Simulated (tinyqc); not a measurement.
Inside a calculation: two-band k.p model of the X valleys of a zinc-blende crystal. Values are carried at full precision from step to step, so a last printed digit may differ when a step is redone from the rounded ones.

With x = D/D0: for x < 1 the minima lie at k_m = sqrt(ml D0 (1 - x^2)/(4 c)), the hump at X has the height dE = (D0/4)(1 - x)^2 and the mass at the minimum is ml/(1 - x^2); the mass at X is ml/(1 - 1/x), negative for x < 1. For x > 1 the minimum is at X.

Constants: hbar^2/2m0 = 3.80998211 eV angstrom^2; kB = 8.617333262e-05 eV/K.

Inputs chosen for the exercise (of the order of those of GaP; shifted at random, so the results belong to these values and not to a real crystal): D = 0.332 eV (splitting of the two conduction levels at X); D0 = 0.37 eV (coupling energy); ml = 0.841 m0 (mass along the axis from remote bands); k = 0.196 1/angstrom (wave vector from X); kmax = 0.13 1/angstrom (end of the path); mt = 0.248 m0 (transverse mass); T = 150 K (temperature).

## Shape of the lower band

Give x, k_m, dE and both masses.

x = 0.8973
k_m = 0.06308 1/angstrom
dE = 0.976 meV
mass at the minimum = 4.316 m0
mass at X = -7.348 m0

The coupling wins over the splitting, so each X point carries two minima; the hump equals kT at 11 K.

## The matrix at one k

k along the valley axis, counted from X, c = hbar^2/2m0, e = c k^2/ml. H = [[e - D/2, i P k], [-i P k, e + D/2]] with P^2 = D0 c/ml, so E = e -/+ sqrt(D^2/4 + D0 e). For D = 0 (diamond lattice) the bands cross at X.

Give P, the matrix, its levels and the weight of the lower X state in the lower band.

P = 1.2947 eV angstrom

H (eV):
```
          1        2
1    0.0080  0.2538i
2  -0.2538i   0.3400
```

levels (eV): -0.1292  0.4773

weight = 0.7737

## Dispersion along the axis

Nine points; energies of the lower band from its minimum, against a parabola about the minimum with the mass there.

Results:

| k (1/angstrom) | lower band (meV) | parabola (meV) | gap to the upper band (eV) |
|---|---|---|---|
| 0.0000 | 0.98 | 3.51 | 0.3320 |
| 0.0163 | 0.84 | 1.94 | 0.3347 |
| 0.0325 | 0.51 | 0.83 | 0.3425 |
| 0.0488 | 0.15 | 0.18 | 0.3552 |
| 0.0650 | 0.00 | 0.00 | 0.3722 |
| 0.0813 | 0.36 | 0.29 | 0.3930 |
| 0.0975 | 1.50 | 1.05 | 0.4171 |
| 0.1138 | 3.68 | 2.27 | 0.4438 |
| 0.1300 | 7.14 | 3.95 | 0.4728 |

At kmax the band lies at 7.1 meV and the parabola at 4.0 meV: far from X the curvature returns to 1/ml, so the band is steeper than the parabola of the minimum.

## Thermal masses

Thermal masses along the axis for one X point, lower band, E from the minimum, on 1601 points from -0.8 to 0.8 1/angstrom: density-of-states mass m_d = c I^2/(pi kT), I = integral of exp(-E/kT) dk; conductivity mass m_c = 2 c kT/<(dE/dk)^2> with central differences.

Give m_d, m_c and Nc = 3 x 2 (kT/(4 pi c))^(3/2) mt sqrt(m_d) for three X points; 1 angstrom^-3 = 1e24 cm^-3.

m_d = 6.967 m0
m_c = 3.169 m0
Nc = 1.742e+19 cm^-3

Two separate parabolic minima would give m_d = 4 x 4.316 = 17.264; kT/dE = 13.25.

## Checks

- Height of the hump by numerical search against the closed form (meV): both 0.976.
- Thermal masses without coupling against ml: both 0.8410.

tinyqc: `OMP_NUM_THREADS=1 python tinyqc.py 1880107 1880108 out.jsonl`; about 0.01 s, one thread, shared Intel(R) Xeon(R) Processor @ 2.30GHz.
